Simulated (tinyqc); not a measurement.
Inside a calculation. Method: tight binding, honeycomb lattice. One step of it, computed by the program tinyqc.

Question. Bloch Hamiltonian at k. H_AB = -t1 (1 + exp(-i k.a1) + exp(-i k.a2)); H_AA = delta - 2 t2 sum cos(k.b + phi), H_BB = -delta - 2 t2 sum cos(k.b - phi), b = a1, a2 - a1, -a2.

Parameters chosen for this model:
```
parameter     value                        unit
t1         1.490000                 eV, nearest
t2         0.160000       eV, second neighbours
phi        2.770000  rad, phase of t2 (Haldane)
delta      2.320000          eV, +/- on A and B
```

k point k (fractions of the reciprocal vectors): [0.230000, -0.150000]

Give: H(k) at k.

Answer.

H(k) at k (eV), order A, B:
$$\begin{pmatrix}
2.445 & -2.553+0.273i \\
-2.553-0.273i & -2.454
\end{pmatrix}$$
